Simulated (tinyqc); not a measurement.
Inside a calculation. Method: Pariser-Parr-Pople SCF with singles CI, for the molecule C=Cc1ccccc1 (SMILES; centres numbered as the heavy atoms are written). Computed by tinyqc, a small Python program that keeps every step. Settings: charge = 0, gamma = MN, start = huckel, damping = 0.3, iteration cap = 72, excitations kept = 6. Command: `OMP_NUM_THREADS=1 python tinyqc.py 27907 27908 out.jsonl` (the two numbers bound the seeds that draw the settings). One thread of a shared host (Intel(R) Xeon(R) Processor @ 2.60GHz), about 0.01 s of CPU time with the checks. Later iterations appear only in the table of the cycle.

## PPP integrals

Centres (angstrom, eV; a flat drawing with bonds scaled to 1.40 angstrom):
```
centre          x          y  core charge z          W   gamma_rr
1C      -2.879000   0.438000              1  11.160000  11.130000
2C      -1.930000  -0.591000              1  11.160000  11.130000
3C      -0.564000  -0.283000              1  11.160000  11.130000
4C       0.385000  -1.311000              1  11.160000  11.130000
5C       1.751000  -1.003000              1  11.160000  11.130000
6C       2.167000   0.333000              1  11.160000  11.130000
7C       1.218000   1.362000              1  11.160000  11.130000
8C      -0.148000   1.054000              1  11.160000  11.130000
```

Resonance integrals (eV):
```
i  j       beta
1  2  -2.390000
2  3  -2.390000
3  4  -2.390000
4  5  -2.390000
5  6  -2.390000
6  7  -2.390000
7  8  -2.390000
8  3  -2.390000
```

Mataga-Nishimoto: gamma = 14.399645/(R + a), a = 2 x 14.399645/(gamma_rr + gamma_ss); H_rr = -W_r - sum_(s != r) z_s gamma_rs; H_rs = beta for bonds.

repulsion gamma_rs (eV), order 1C, 2C, 3C, 4C, 5C, 6C, 7C, 8C:
```
[[11.130000, 5.345934, 3.872489, 2.881753, 2.344139, 2.270929, 2.621133, 3.517790],
 [5.345934, 11.130000, 5.344958, 3.872798, 2.881223, 2.621133, 2.880865, 3.871956],
 [3.872489, 5.344958, 11.130000, 5.347393, 3.872798, 3.517790, 3.871956, 5.345096],
 [2.881753, 3.872798, 5.347393, 11.130000, 5.344958, 3.872662, 3.517636, 3.872865],
 [2.344139, 2.881223, 3.872798, 5.344958, 11.130000, 5.346991, 3.872865, 3.517846],
 [2.270929, 2.621133, 3.517790, 3.872662, 5.346991, 11.130000, 5.345934, 3.872489],
 [2.621133, 2.880865, 3.871956, 3.517636, 3.872865, 5.345934, 11.130000, 5.344958],
 [3.517790, 3.871956, 5.345096, 3.872865, 3.517846, 3.872489, 5.344958, 11.130000]]
```

core matrix H (eV), order 1C, 2C, 3C, 4C, 5C, 6C, 7C, 8C:
```
[[-34.014167, -2.390000, 0.000000, 0.000000, 0.000000, 0.000000, 0.000000, 0.000000],
 [-2.390000, -37.978868, -2.390000, 0.000000, 0.000000, 0.000000, 0.000000, 0.000000],
 [0.000000, -2.390000, -42.332480, -2.390000, 0.000000, 0.000000, 0.000000, -2.390000],
 [0.000000, 0.000000, -2.390000, -39.870066, -2.390000, 0.000000, 0.000000, 0.000000],
 [0.000000, 0.000000, 0.000000, -2.390000, -38.340821, -2.390000, 0.000000, 0.000000],
 [0.000000, 0.000000, 0.000000, 0.000000, -2.390000, -38.007928, -2.390000, 0.000000],
 [0.000000, 0.000000, 0.000000, 0.000000, 0.000000, -2.390000, -38.615347, -2.390000],
 [0.000000, 0.000000, -2.390000, 0.000000, 0.000000, 0.000000, -2.390000, -40.502999]]
```

## Starting guess

pi electrons, sum of z_r less the charge = 8

Orbitals of the Hueckel matrix of the beta values.

P at the start, order 1C, 2C, 3C, 4C, 5C, 6C, 7C, 8C:
```
[[1.000000, 0.911344, 0.000000, -0.252725, 0.000000, 0.204237, 0.000000, -0.252725],
 [0.911344, 1.000000, 0.405894, 0.000000, -0.048488, 0.000000, -0.048488, 0.000000],
 [0.000000, 0.405894, 1.000000, 0.610131, 0.000000, -0.301212, 0.000000, 0.610131],
 [-0.252725, 0.000000, 0.610131, 1.000000, 0.678703, 0.000000, -0.321297, 0.000000],
 [0.000000, -0.048488, 0.000000, 0.678703, 1.000000, 0.658619, 0.000000, -0.321297],
 [0.204237, 0.000000, -0.301212, 0.000000, 0.658619, 1.000000, 0.658619, 0.000000],
 [0.000000, -0.048488, 0.000000, -0.321297, 0.000000, 0.658619, 1.000000, 0.678703],
 [-0.252725, 0.000000, 0.610131, 0.000000, -0.321297, 0.000000, 0.678703, 1.000000]]
```

## Iteration 1: Fock matrix

F_rr = H_rr + P_rr gamma_rr / 2 + sum_(s != r) P_ss gamma_rs; F_rs = H_rs - P_rs gamma_rs / 2; E = tr P (H + F) / 2 + core repulsion sum_(r<s) z_r z_s gamma_rs.

F (eV), order 1C, 2C, 3C, 4C, 5C, 6C, 7C, 8C:
```
[[-5.595000, -4.825992, 0.000000, 0.364145, 0.000000, -0.231904, 0.000000, 0.444516],
 [-4.825992, -5.595000, -3.474744, 0.000000, 0.069852, 0.000000, 0.069843, 0.000000],
 [0.000000, -3.474744, -5.595000, -4.021307, 0.000000, 0.529801, 0.000000, -4.020606],
 [0.364145, 0.000000, -4.021307, -5.595000, -4.203820, 0.000000, 0.565102, 0.000000],
 [0.000000, 0.069852, 0.000000, -4.203820, -5.595000, -4.150815, 0.000000, 0.565136],
 [-0.231904, 0.000000, 0.529801, 0.000000, -4.150815, -5.595000, -4.150467, 0.000000],
 [0.000000, 0.069843, 0.000000, 0.565102, 0.000000, -4.150467, -5.595000, -4.203820],
 [0.444516, 0.000000, -4.020606, 0.000000, 0.565136, 0.000000, -4.203820, -5.595000]]
```

pi energy = -102.147079 eV

## Iteration 1: orbitals and new P

Diagonalise F (the basis is taken as orthonormal) and form P = 2 sum c c over the lowest orbitals; 0.3 of the old P is kept.

orbital energies (eV): [-13.672036, -11.628885, -10.364335, -9.392418, -1.797582, -0.825665, 0.438885, 2.482036]

P after iteration 1, order 1C, 2C, 3C, 4C, 5C, 6C, 7C, 8C:
```
[[1.000000, 0.921532, 0.000000, -0.237301, 0.000000, 0.186941, 0.000000, -0.243324],
 [0.921532, 1.000000, 0.383452, 0.000000, -0.044007, 0.000000, -0.038675, 0.000000],
 [0.000000, 0.383452, 1.000000, 0.615505, 0.000000, -0.306979, 0.000000, 0.616137],
 [-0.237301, 0.000000, 0.615505, 1.000000, 0.678324, 0.000000, -0.323424, 0.000000],
 [0.000000, -0.044007, 0.000000, 0.678324, 1.000000, 0.659076, 0.000000, -0.321793],
 [0.186941, 0.000000, -0.306979, 0.000000, 0.659076, 1.000000, 0.660524, 0.000000],
 [0.000000, -0.038675, 0.000000, -0.323424, 0.000000, 0.660524, 1.000000, 0.676433],
 [-0.243324, 0.000000, 0.616137, 0.000000, -0.321793, 0.000000, 0.676433, 1.000000]]
```

## Iteration 2: Fock matrix

As before.

F (eV), order 1C, 2C, 3C, 4C, 5C, 6C, 7C, 8C:
```
[[-5.595000, -4.853226, 0.000000, 0.341921, 0.000000, -0.212265, 0.000000, 0.427982],
 [-4.853226, -5.595000, -3.414767, 0.000000, 0.063396, 0.000000, 0.055709, 0.000000],
 [0.000000, -3.414767, -5.595000, -4.035673, 0.000000, 0.539943, 0.000000, -4.036656],
 [0.341921, 0.000000, -4.035673, -5.595000, -4.202806, 0.000000, 0.568843, 0.000000],
 [0.000000, 0.063396, 0.000000, -4.202806, -5.595000, -4.152036, 0.000000, 0.566009],
 [-0.212265, 0.000000, 0.539943, 0.000000, -4.152036, -5.595000, -4.155560, 0.000000],
 [0.000000, 0.055709, 0.000000, 0.568843, 0.000000, -4.155560, -5.595000, -4.197754],
 [0.427982, 0.000000, -4.036656, 0.000000, 0.566009, 0.000000, -4.197754, -5.595000]]
```

pi energy = -102.160648 eV

## Iteration 2: orbitals and new P

As before.

orbital energies (eV): [-13.670497, -11.624596, -10.363092, -9.412308, -1.777692, -0.826908, 0.434596, 2.480497]

P after iteration 2, order 1C, 2C, 3C, 4C, 5C, 6C, 7C, 8C:
```
[[1.000000, 0.927245, 0.000000, -0.228437, 0.000000, 0.177360, 0.000000, -0.237449],
 [0.927245, 1.000000, 0.370345, 0.000000, -0.041604, 0.000000, -0.033731, 0.000000],
 [0.000000, 0.370345, 1.000000, 0.618532, 0.000000, -0.309707, 0.000000, 0.619823],
 [-0.228437, 0.000000, 0.618532, 1.000000, 0.678033, 0.000000, -0.324705, 0.000000],
 [0.000000, -0.041604, 0.000000, 0.678033, 1.000000, 0.659292, 0.000000, -0.322287],
 [0.177360, 0.000000, -0.309707, 0.000000, 0.659292, 1.000000, 0.661719, 0.000000],
 [0.000000, -0.033731, 0.000000, -0.324705, 0.000000, 0.661719, 1.000000, 0.674930],
 [-0.237449, 0.000000, 0.619823, 0.000000, -0.322287, 0.000000, 0.674930, 1.000000]]
```

## Convergence

Stop when output and input P, before any damping, agree to 1e-7.

Course of the cycle:
```
iteration         E (eV)  largest |P(out) - P(in)|
1          -102.14707855                  3.21e-02
2          -102.16064807                  1.87e-02
3          -102.16733555                  1.09e-02
4          -102.17020934                  6.34e-03
5          -102.17136059                  3.68e-03
6          -102.17180271                  2.14e-03
7          -102.17196783                  1.24e-03
8          -102.17202830                  7.18e-04
9          -102.17205013                  4.16e-04
10         -102.17205793                  2.41e-04
11         -102.17206070                  1.40e-04
...                  ...                       ...
16         -102.17206219                  9.08e-06
17         -102.17206220                  5.25e-06
18         -102.17206220                  3.03e-06
19         -102.17206220                  1.75e-06
20         -102.17206220                  1.01e-06
21         -102.17206220                  6.09e-07
22         -102.17206220                  4.01e-07
23         -102.17206220                  2.66e-07
24         -102.17206220                  1.77e-07
25         -102.17206220                  1.19e-07
26         -102.17206220                  8.14e-08
```

Converged in 26 iterations.

## Converged orbitals

Charges are z - P_rr.

orbital energies (eV): [-13.668290, -11.617868, -10.360799, -9.438748, -1.751252, -0.829201, 0.427868, 2.478290]

coefficients, order 1C, 2C, 3C, 4C, 5C, 6C, 7C, 8C:
```
[[0.148074, 0.409335, 0.009467, 0.557162, 0.557162, 0.009467, -0.409335, 0.148074],
 [0.289953, 0.522698, -0.001315, 0.377773, -0.377773, 0.001315, 0.522698, -0.289953],
 [0.495329, 0.334767, -0.013422, -0.377359, -0.377359, -0.013422, -0.334767, 0.495329],
 [0.396645, 0.008285, 0.493856, -0.314181, 0.314181, -0.493856, 0.008285, -0.396645],
 [0.341813, -0.326859, 0.506492, 0.140689, 0.140689, 0.506492, 0.326859, 0.341813],
 [0.321168, -0.476125, 0.012344, 0.412315, -0.412315, -0.012344, -0.476125, -0.321168],
 [0.340422, -0.336956, -0.493149, 0.165461, 0.165461, -0.493149, 0.336956, 0.340422],
 [0.394272, -0.004889, -0.505917, -0.297613, 0.297613, 0.505917, -0.004889, -0.394272]]
```

pi charges: [0.000000, 0.000000, 0.000000, 0.000000, 0.000000, 0.000000, 0.000000, 0.000000]

## Singles CI, singlets

Over the 6 single excitations with the smallest orbital gaps: A = (e_a - e_i) delta + 2 (ia|jb) - (ij|ab), with (pq|rs) = sum c_mp c_mq gamma_mn c_nr c_ns. f = 2/3 w |mu|^2 in atomic units, mu = sqrt2 sum c_ia sum_m c_mi c_ma R_m.

singlet CI matrix (eV), order 4>5, 4>6, 3>5, 3>6, 4>7, 2>5:
```
[[4.986494, -0.089998, -0.089998, -0.166472, -0.055692, 0.055692],
 [-0.089998, 5.425465, 0.678823, 0.000813, 0.062753, -0.077111],
 [-0.089998, 0.678823, 5.425465, 0.000813, 0.077111, -0.062753],
 [-0.166472, 0.000813, 0.000813, 6.635103, -0.282793, 0.282793],
 [-0.055692, 0.062753, 0.077111, -0.282793, 6.919857, -0.399227],
 [0.055692, -0.077111, -0.062753, 0.282793, -0.399227, 6.919857]]
```

singlet excitation energies (eV): [4.746527, 4.951322, 6.090886, 6.487990, 6.520746, 7.514771]

oscillator strengths: [0.000000, 0.756568, 0.559744, 0.662708, 0.000000, 0.481259]

## Singles CI, triplets

Over the 6 single excitations with the smallest orbital gaps: A = (e_a - e_i) delta - (ij|ab), with (pq|rs) = sum c_mp c_mq gamma_mn c_nr c_ns.

triplet CI matrix (eV), order 4>5, 4>6, 3>5, 3>6, 4>7, 2>5:
```
[[2.553131, -0.029029, -0.029029, -0.340284, 0.446460, -0.446460],
 [-0.029029, 4.406359, -0.340284, 0.013557, 0.021557, -0.035915],
 [-0.029029, -0.340284, 4.406359, 0.013557, 0.035915, -0.021557],
 [-0.340284, 0.013557, 0.013557, 3.565796, -0.092537, 0.092537],
 [0.446460, 0.021557, 0.035915, -0.092537, 4.980571, 1.540059],
 [-0.446460, -0.035915, -0.021557, 0.092537, 1.540059, 4.980571]]
```

triplet excitation energies (eV): [2.179712, 3.405304, 3.968875, 4.071624, 4.746527, 6.520746]
